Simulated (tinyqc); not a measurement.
Ion-assisted plasma etching: sheath, surface coverage, synergy and aspect-ratio dependence: one step, computed by the program tinyqc.

Radicals adsorb on bare sites; ions remove covered sites with a high yield and bare sites by sputtering; a slow spontaneous reaction acts everywhere, walls included.

Question. Fluxes. Bohm speed u_B = sqrt(e T_e/M_i); ion flux G_i = 0.61 n_e u_B; radical flux G_n = n c/4 with c = sqrt(8 k_B T_g/(pi M_n)).

Inputs (values chosen for the exercise, close to those used for silicon dioxide in a fluorocarbon plasma):
```
quantity                    value    unit
plasma density n_e        2.6e+11  1/cm^3
electron temperature T_e      3.4      eV
ion mass M_i                   69       u
radical density n         7.1e+13  1/cm^3
radical mass M_n               50       u
gas temperature T_g           300       K
```

Feature: long trench.

Constants: e = 1.602176634e-19 C; u = 1.6605390666e-27 kg; k_B = 1.380649e-23 J/K.

Give: Bohm speed; ion flux G_i; radical speed c; radical flux G_n; flux ratio G_n/G_i.

Answer.

Bohm speed = 2.180e+05 cm/s

ion flux G_i = 3.458e+16 1/(cm^2 s)

radical speed c = 35642 cm/s

radical flux G_n = 6.326e+17 1/(cm^2 s)

flux ratio G_n/G_i = 18.29
